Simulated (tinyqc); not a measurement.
# Modulation-doped quantum well, Poisson-Schroedinger loop: effect of the well width

A well of width L centred at z = 0 between barriers Vb; effective-mass electrons, parabolic bands. The electrons come from donor sheets outside the mesh, a share fL of Ns on the left and the rest on the right, so the structure is neutral. Energies are counted from the band edge of the well, with U = 0 on the first node in the Hartree part.

Schroedinger equation -C d/dz (1/m) dpsi/dz + (V0 + U) psi = E psi, C = hbar^2/(2 m0), on a fine mesh (400 intervals across the well) with hard walls 3.85 nm outside the well edges (to within half a fine step); the lowest 2 levels are kept. V0 = 0 in the well and Vb outside, plus q Fz z (1 kV/cm = 1e-4 eV/nm). N_k = D Vt ln(1 + exp((EF - E_k)/Vt)), D = md m0 q/(pi hbar^2), sum N_k = Ns; n = sum N_k |psi_k|^2. dU/dz = q (fL Ns - integral of n from the left)/(eps0 eps_r). The loop is converged to 1e-9 eV; shares under 0.001 % are printed as 0.

Values chosen for this exercise; material values close to those of GaAs in AlGaAs:
```
symbol   value   unit                               meaning
T          300      K                           temperature
mw      0.0671     m0              mass along z in the well
mb      0.0914     m0          mass along z in the barriers
md      0.0678     m0                         in-plane mass
Vb       0.246     eV                        barrier height
eps_r     13.1           relative permittivity (all layers)
Ns      5.9e11  cm^-2            sheet density of electrons
fL           1         share of the donors on the left side
Fz           0  kV/cm                 applied field along z
```

Constants: q = 1.602176634e-19 C, kB = 1.380649e-23 J/K, hbar = 1.054571817e-34 J s, m0 = 9.1093837015e-31 kg, Vt = kB T/q, eps0 = 8.8541878128e-14 F/cm where lengths are in cm, hbar^2/(2 m0) = 0.0380998212 eV nm^2. Results are converted to the units shown.

Effect of the well width:

| L (nm) | E2 - E1 (meV) | EF - E1 (meV) | share of E2 (%) | centroid (nm) | charge in the barriers (%) | range of U in the well (meV) |
|---|---|---|---|---|---|---|
| 7.9 | 121 | 5.00 | 1.41 | -0.282 | 5.95 | 30.0 |
| 9.9 | 88.7 | 3.79 | 4.56 | -0.481 | 4.24 | 36.5 |
| 13 | 59.3 | 0.719 | 12.2 | -0.914 | 3.05 | 45.6 |
| 16 | 43.7 | -2.28 | 19.3 | -1.46 | 2.45 | 53.3 |
| 20 | 33.1 | -5.06 | 25.5 | -2.41 | 1.97 | 62.0 |

As L goes from 7.9 to 20, E2 - E1 falls from 121 to 33.1 meV, EF - E1 falls from 5.00 to -5.06 meV and the share of E2 rises from 1.41 to 25.5 %. EF stays below E2 throughout. The spacing goes as L^(-1.39) over the table; an empty well with infinite walls would give -2. For L = 20 E2 holds over 8 % and the third level, left out, lies near enough to EF to take a share too.

Program tinyqc, `OMP_NUM_THREADS=1 python tinyqc.py 2140010 2140011 out.jsonl`; Intel Xeon 2.30GHz, shared host, one thread, about 0.1 s.
